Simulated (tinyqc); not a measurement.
Worked calculation: field-effect mobility of a thin-film transistor with band-tail and deep states (multiple trapping). Computed by tinyqc, a small Python program that keeps every step. Command: `OMP_NUM_THREADS=1 python tinyqc.py 3029028 3029029 out.jsonl tft walk`. One thread of a shared host (Intel(R) Xeon(R) Processor @ 2.30GHz), about 0.04 s of CPU time with the checks. Intermediate numbers are printed to about 7 digits and carried at full precision; extremes and crossings named in words are read from the listed rows.

A thick film in accumulation at small drain voltage. Only free electrons move; trapped ones still screen the gate. N_c and mu_0 are held fixed when T changes, leaving out the T^(3/2) growth of N_c. x = E_0 - psi is the distance of the Fermi level below the band edge.

Inputs (values chosen for the exercise, modelled on an amorphous In-Ga-Zn oxide):
```
quantity                                           value         unit
permittivity eps                                    11.5            -
effective density of states N_c                    5e+18       1/cm^3
band mobility mu_0                                    14   cm^2/(V s)
tail density at the edge g_t                     4.6e+19  1/(eV cm^3)
tail width E_t                                        39          meV
flat-band Fermi level below the edge, E_0           0.65           eV
equivalent oxide thickness t                          27           nm
surface band bending psi_s as a fraction of E_0     0.87            -
temperature T                                        200            K
```

Deep states: none.

Constants: k_B = 8.617333262e-05 eV/K; e = 1.602176634e-19 C; eps_0 = 8.8541878128e-12 F/m.

## Free and trapped densities

F_j(eta) = int_0^infinity x^j/(1 + exp(x - eta)) dx, without a gamma-function factor. Integrals over x = E/(k_B T) use 160 Gauss-Legendre points in u = sqrt(x) from 0 to sqrt(max(eta, 0) + 32). Free n(x) = N_c (2/sqrt(pi)) F_1/2(-x/k_B T), with F_1/2 from its two-term series in exp(-x/k_B T) for x >= 12 k_B T; tail n_t(x) = int_0^1.2eV g_t exp(-E/E_t)/(1 + exp((x - E)/k_B T)) dE, E counted down from the edge, 120 Gauss-Legendre points; space charge rho(psi) = n + n_t less its value at psi = 0.

Local densities at x = 0.4, 0.3, 0.2, 0.15, 0.1, 0.05, 0 and -0.05 eV:
```
x (eV)    n (1/cm^3)  n_t (1/cm^3)   n/(n + n_t)
0.40    4.163069e+08  8.897725e+13  4.678780e-06
0.30    1.378170e+11  1.155688e+15  1.192369e-04
0.20    4.562369e+13  1.499877e+16  3.032605e-03
0.15    8.300627e+14  5.386682e+16  1.517569e-02
0.10    1.508751e+16  1.907008e+17  7.331568e-02
0.05    2.696199e+17  6.261510e+17  3.009920e-01
0.00    3.825735e+18  1.437557e+18  7.268711e-01
-0.05   2.153030e+19  1.764725e+18  9.242445e-01
```

E_t/k_B T = 2.26: deep in the tail n_t follows exp(-x/E_t), more slowly than n, so the free share grows as the Fermi level rises.

## One gate voltage

Poisson: F(psi) = sqrt((2 e/(eps eps_0)) int_0^psi rho dpsi'); V_G - V_FB = psi_s + eps F(psi_s) t/3.9; free sheet density N_f = int (n - n(E_0))/F dpsi; induced sheet density N_i = eps eps_0 F(psi_s)/e; trapezoid rule on 301 even points in psi, the first interval left out of N_f. mu_eff = mu_0 N_f/N_i; field-effect mobility mu_FE = mu_0 e (dN_f/dV_G)/C_ox and swing S = dV_G/dlog10(N_f), by a central difference of +/- 2 mV in psi_s; C_ox = 3.9 eps_0/t.

surface field = 60.87481 kV/cm

V_G - V_FB = 1.050157 V

free sheet density N_f = 1.359557e+10 1/cm^2

induced sheet density N_i = 3.868778e+11 1/cm^2

effective mobility mu_eff = 0.4919848 cm^2/(V s)

field-effect mobility mu_FE = 1.421419 cm^2/(V s)

swing S = 386.7645 mV/decade

3.5 % of the induced charge is free. mu_FE exceeds mu_eff because the free share is still growing with V_G. The swing is 9.75 times the ideal ln(10) k_B T/e.

## Transfer curve

The formulas are those given above.

Against the band bending:
```
psi_s (V)  V_G - V_FB (V)  N_f (1/cm^2)  mu_eff (cm^2/(V s))  mu_FE (cm^2/(V s))  S (mV/decade)
0.23             0.236377  3.635848e+03         9.999583e-06        2.641014e-06         55.671
0.33             0.353181  3.285196e+05         2.485536e-04        2.007585e-04         66.173
0.40             0.456921  7.763364e+06         2.392018e-03        3.561017e-03         88.160
0.47             0.609785  1.836163e+08         2.303771e-02        5.210023e-02        142.517
0.52             0.786367  1.755900e+09         1.156135e-01        3.122417e-01        227.405
0.57             1.085001  1.662705e+10         5.662342e-01        1.636120e+00        410.929
0.62             1.679709  1.481254e+11         2.451501e+00        6.190153e+00        967.250
0.66             2.733251  6.843951e+11         5.789539e+00        1.077671e+01       2564.938
0.72             5.954541  2.957390e+12         9.908750e+00        1.308814e+01       9123.526
```

The steepest swing among the rows is 56 mV/decade. mu_eff climbs from 1.0e-5 to 9.9, 71 % of mu_0 in the last row. Between rows 6 and 7 N_f scales as (V_G - V_FB - psi_s)^3.03; an exponential tail holding all the charge would give the larger of 1 and 2 E_t/k_B T - 1, here 3.53, and free charge alone 1.

Checks made by the program: tail integral against adaptive quadrature (relative difference below 1e-10).
